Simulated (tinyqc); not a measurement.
Pariser-Parr-Pople SCF with singles CI, for the molecule C=CC=CC=CN=C (SMILES; centres numbered as the heavy atoms are written), step by step. One step of it, computed by the program tinyqc.

Problem. Iteration 2: orbitals and new P. Diagonalise F (the basis is taken as orthonormal) and form P = 2 sum c c over the lowest orbitals.

F (eV), lower triangle:
```
           1C         2C         3C         4C         5C         6C         7N         8C
1C  -5.558938
2C  -5.051145  -5.551212
3C   0.001648  -3.891697  -5.531898
4C   0.514265  -0.001193  -4.798522  -5.513737
5C  -0.001871   0.120022   0.004972  -3.981824  -5.452139
6C  -0.226143   0.002348   0.480792  -0.012452  -4.793608  -5.337838
7N   0.003669  -0.023176  -0.009152   0.117732   0.042302  -4.050170  -7.836200
8C   0.130241   0.004649  -0.227447  -0.019529   0.518883   0.111986  -5.187714  -5.583466
```

pi electrons, sum of z_r less the charge = 8

Give: orbital energies; P after iteration 2.

Solution.

orbital energies (eV): -13.9649  -12.8838  -10.9515  -8.4047  -2.8435  -0.7691  1.0819  2.3701

P after iteration 2, lower triangle:
```
         1C       2C       3C       4C       5C       6C      7N      8C
1C   1.0024
2C   0.8977   0.9994
3C  -0.0025   0.4338   1.0022
4C  -0.3505   0.0017   0.8091   0.9969
5C   0.0017  -0.0746  -0.0024   0.4656   1.0016
6C   0.2159  -0.0034  -0.3297   0.0105   0.8064   0.9692
7N   0.0014   0.0205   0.0004  -0.0728  -0.0128   0.4349  1.1854
8C  -0.1572  -0.0052   0.2202   0.0169  -0.3565  -0.0641  0.8778  0.8428
```
